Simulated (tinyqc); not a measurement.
From results back to parameters: conductance of a narrow metal strip with scatterers (square lattice, Green functions). Two cases, with inputs chosen for the exercise.

Problem. Boundaries with reflection R, a distance dg apart, add incoherently to the scattering in a one-dimensional channel: rho/rho0 = 1 + (lam/dg) R/(1 - R). The ratio comes from a hidden R.

Find: R; effective mean free path lam rho0/rho.

Method. y = (rho/rho0 - 1) dg/lam = R/(1 - R), so R = y/(1 + y).

Case 1.

Values chosen (out of a larger set: hopping and spacing of the size met in Cu or Al; the lattice is a model; not measured data): lam = 40 nm (bulk mean free path); dg = 43 nm (distance between boundaries).

rho/rho0 = 1.19053

Solution.

R = 0.170
effective mean free path lam rho0/rho = 33.60 nm

Case 2.

Values chosen (out of a larger set: hopping and spacing of the size met in Cu or Al; the lattice is a model; not measured data): lam = 40 nm (bulk mean free path); dg = 10 nm (distance between boundaries).

rho/rho0 = 5.33333

Solution.

R = 0.520
effective mean free path lam rho0/rho = 7.50 nm

Computed by tinyqc, one run a case: `OMP_NUM_THREADS=1 python tinyqc.py N N+1 out.jsonl` with N = 1480009, 1480038; one thread of a shared Intel(R) Xeon(R) Processor @ 2.30GHz, about 0.01 s a run at most.
